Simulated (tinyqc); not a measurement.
Plane-wave Kohn-Sham cycle with exchange-only LDA in a layered model solid, step by step. One step of it, computed by the program tinyqc.

Question. Iteration 1: potential. V_H(G) = 4 pi rho(G)/G^2 for G != 0 (uniform background); v_x = -(3 rho/pi)^(1/3); V = V_ext + V_H + v_x; Fourier components f(G_m) = (1/N) sum_j f(x_j) exp(-i G_m x_j).

A solid whose potential varies along x alone (atomic units):
```
parameter                      value
period a                   15.100000
cross-section of the cell  38.000000
electrons per cell                 2
grid points                       16
plane waves -n..n, n               2
k points                           4
V1 in V1 cos(2 pi x/a)     -0.600000
V2 in V2 cos(4 pi x/a)     -0.020000
```

density at the start, on the grid x_j = j a/N (e/bohr^3): 0.00348554  0.00348554  0.00348554  0.00348554  0.00348554  0.00348554  0.00348554  0.00348554  0.00348554  0.00348554  0.00348554  0.00348554  0.00348554  0.00348554  0.00348554  0.00348554

Give: Potentials on the grid; V(G_m), m = 0, 1, 2, ....

Answer.

Potentials on the grid (hartree):
```
x          V_ext     V_H      v_x        V
0.0000   -0.6200  0.0000  -0.1493  -0.7693
0.9437   -0.5685  0.0000  -0.1493  -0.7178
1.8875   -0.4243  0.0000  -0.1493  -0.5736
2.8312   -0.2155  0.0000  -0.1493  -0.3648
3.7750    0.0200  0.0000  -0.1493  -0.1293
4.7188    0.2438  0.0000  -0.1493   0.0944
5.6625    0.4243  0.0000  -0.1493   0.2750
6.6063    0.5402  0.0000  -0.1493   0.3909
7.5500    0.5800  0.0000  -0.1493   0.4307
8.4938    0.5402  0.0000  -0.1493   0.3909
9.4375    0.4243  0.0000  -0.1493   0.2750
10.3812   0.2438  0.0000  -0.1493   0.0944
11.3250   0.0200  0.0000  -0.1493  -0.1293
12.2688  -0.2155  0.0000  -0.1493  -0.3648
13.2125  -0.4243  0.0000  -0.1493  -0.5736
14.1562  -0.5685  0.0000  -0.1493  -0.7178
```

V(G_m), m = 0, 1, 2, ... (hartree): -0.1493  -0.3000  -0.0100  0.0000  0.0000
